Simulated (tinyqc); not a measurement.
Deep-level transient spectroscopy (DLTS) of one majority-carrier trap: one step, computed by the program tinyqc.

A filling pulse loads the traps in a one-sided junction; under reverse bias they empty at the rate e, and the capacitance relaxes as C(t) = C_0 - dC exp(-e t). The signal is S = [C(t_2) - C(t_1)]/dC.

Question. Signal size and trap density. W = sqrt(2 eps eps_0 (V_b + V_r)/(e N)), C_0 = eps eps_0 area/W. The pulse goes to zero bias, W_0 = W(V_r = 0). Traps within lambda = sqrt(2 eps eps_0 (E_t - E_F)/(e^2 N)) of the depletion edge stay filled, with E_F = k_B T_p ln(N_b/N) from the band, N_b = 2 M (2 pi m k_B T_p/h^2)^(3/2) (dopants taken as fully ionised). dC = C_0 (N_t/2N) f, f = [(W - lambda)^2 - max(W_0 - lambda, 0)^2]/W^2. The simple estimate is 2 N dC/C_0.

Inputs (values chosen for the exercise, with mass and screening modelled on germanium):
```
quantity                    value   unit
density-of-states mass m    0.223    m_0
valleys M                       4      -
trap depth E_t              0.232     eV
temperature T                 109      K
doping N                  8.7e+14  cm^-3
trap density N_t          9.6e+11  cm^-3
dielectric constant eps      16.7      -
built-in voltage V_b         0.54      V
reverse bias V_r              8.6      V
diode area                 0.0011   cm^2
```

Carriers: electrons. Extra term: Poole-Frenkel lowering.

peak temperature T_p = 153.6036 K

Constants: eps_0 = 8.8541878128e-12 F/m; e = 1.602176634e-19 C; k_B = 8.617333262e-05 eV/K; m_0 = 9.1093837015e-31 kg; k_B = 1.380649e-23 J/K; h = 6.62607015e-34 J s.

Give: depletion width W; C_0; lambda; f; transient amplitude dC; simple estimate of N_t.

Answer.

depletion width W = 4.404 micrometre

C_0 = 3.694 pF

lambda = 0.5063 micrometre

f = 0.7669

transient amplitude dC = 1.563 fF

simple estimate of N_t = 7.362e+11 cm^-3

The simple estimate finds 77 % of the traps.
